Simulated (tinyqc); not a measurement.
Inside a calculation. Method: extended Hueckel theory, for H4-. The parameters take no account of the charge, which enters only through the electron count, and nothing here shows that the anion is bound. Computed by tinyqc, a small Python program that keeps every step (integrals from PySCF). Settings: charge = -1, K = 1.5, multiplicity = 2. Command: `OMP_NUM_THREADS=1 python tinyqc.py 23672 23673 out.jsonl` (the two numbers bound the seeds that draw the settings). One thread of a shared host (Intel(R) Xeon(R) Processor @ 2.60GHz), about 0.01 s of CPU time with the checks.

## Overlaps

Geometry (angstrom):
```
atom         x         y         z
H     0.000000  0.000000  0.000000
H     0.000000  0.000000  0.988000
H     0.000000  1.014000  0.000000
H     0.000000  1.014000  0.988000
```

Parameters chosen for this run:
```
element  shell  Slater exponent   H_ii (eV)
H           1s         1.300000  -13.600000
```

Slater orbitals, each expanded in six Gaussians scaled to its exponent.

overlap S, lower triangle:
```
          1H 1s     2H 1s     3H 1s     4H 1s
1H 1s  1.000000
2H 1s  0.475943  1.000000
3H 1s  0.460456  0.262705  1.000000
4H 1s  0.262705  0.460456  0.475943  1.000000
```

## Wolfsberg-Helmholz matrix

diagonal H_ii (eV): 1H 1s -13.600000, 2H 1s -13.600000, 3H 1s -13.600000, 4H 1s -13.600000

K = 1.500000

H_ij = K' S_ij (H_ii + H_jj)/2 for i != j (the diagonal keeps H_ii), with K' = 1.5.

H (eV), lower triangle:
```
            1H 1s       2H 1s       3H 1s       4H 1s
1H 1s  -13.600000
2H 1s   -9.709246  -13.600000
3H 1s   -9.393308   -5.359186  -13.600000
4H 1s   -5.359186   -9.393308   -9.709246  -13.600000
```

## Orbitals

valence electrons = 5

Solve H C = S C e through S^(-1/2); fill by pairs from the bottom, a degenerate level sharing its electrons equally; each orbital has its largest coefficient positive (the first on a tie).

orbital energies (eV): -17.307833  -11.366840  -10.979207  0.439368

occupations: 2.000000  2.000000  1.000000  0.000000

coefficients:
```
            MO1        MO2        MO3        MO4
1H 1s  0.337169   0.576282   0.588517   0.875302
2H 1s  0.337169   0.576282  -0.588517  -0.875302
3H 1s  0.337169  -0.576282   0.588517  -0.875302
4H 1s  0.337169  -0.576282  -0.588517   0.875302
```

sum of one-electron energies = -68.328553 eV

## Mulliken analysis

P = C n C^T; charge = valence electrons (H 1) minus the sum of (P S)_ii on the atom; overlap population = 2 sum P_ij S_ij between two atoms.

charges: 1H -0.250000, 2H -0.250000, 3H -0.250000, 4H -0.250000

Overlap populations:
```
pair      value
2-1    0.518983
3-1   -0.083329
3-2   -0.411496
4-1   -0.411496
4-2   -0.083329
4-3    0.518983
```
